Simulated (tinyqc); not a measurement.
From mean shift, from the weights back to size L: Raman line shape of confined optical phonons and breathing modes of small crystals. Computed by tinyqc, a small Python program. Command: `OMP_NUM_THREADS=1 python tinyqc.py 3028766 3028767 out.jsonl confine inv`. One thread of a shared host (Intel(R) Xeon(R) Processor @ 2.30GHz), about 0.03 s of CPU time with the checks.

Confinement in 1 direction(s) lets phonons with q away from zero scatter light. q is in units of 2 pi/a, from 0 to 1, and the branch is isotropic: omega(q)^2 = (omega_0^2 + omega_X^2)/2 + ((omega_0^2 - omega_X^2)/2) cos(pi q). The model and its constant beta are phenomenological; beta = 8 is the common choice.

Inputs (values chosen for the exercise, modelled on silicon):
```
quantity,value,unit
bulk frequency omega_0,521,1/cm
frequency at the zone boundary omega_X,430,1/cm
natural width Gamma_0,2.8,1/cm
lattice constant a,5.431,angstrom
confinement constant beta,3,-
probe offset omega - omega_0,-12,1/cm
```

Shape: film.

Method:
- Weight W(q) = q^0 exp(-(2 L q/a)^2/(2 beta)) dq, that is exp(-k^2 L^2/(2 beta pi^2)) for k = 2 pi q/a.
- I(omega) = int W(q) / [(omega - omega(q))^2 + (Gamma_0/2)^2] dq / int W dq x (Gamma_0/2)^2, by 400 Gauss-Legendre points on 0 < q < min(1, 2.5 a sqrt(2 beta)/L).
- Bulk Lorentzian 1/(1 + (2 offset/Gamma)^2); mean shift = weighted mean of omega(q) less the bulk frequency.

Task: A run gave the result below. Find the size L, known to lie between 4.2 and 9.3 nm.

mean shift, from the weights = -1.33234 1/cm

Result:

Each step takes the trial c = (a f_b - b f_a)/(f_b - f_a), f being the result less the target and a, b, c the logarithms of the listed values; c replaces end b, the old b replaces a if the sign of f changed, and otherwise f_a is halved.

Scan of the range:
```
size L (nm),"mean shift, from the weights (1/cm)"
4.20,-2.50956
4.79,-1.94011
5.47,-1.49410
6.25,-1.14820
7.14,-0.88200
8.15,-0.67823
9.30,-0.52163
```

False position (Illinois rule, in the logarithm of the input) inside the bracket:
```
step,end a,end b,trial,"mean shift, from the weights (1/cm)"
1,5.47000,6.25000,5.82185,-1.32113
2,5.47000,5.82185,5.77784,-1.34108
3,5.82185,5.77784,5.79708,-1.33230
4,5.77784,5.79708,5.79700,-1.33234
5,5.77784,5.79700,5.79700,-1.33234
6,5.79700,5.79700,5.79700,-1.33234
```

Mean shift, from the weights rises at every point of a 13-point scan of the range (every second point is shown), so one value fits; it is bracketed by 5.47 and 6.25. Answer: size L = 5.797 nm.
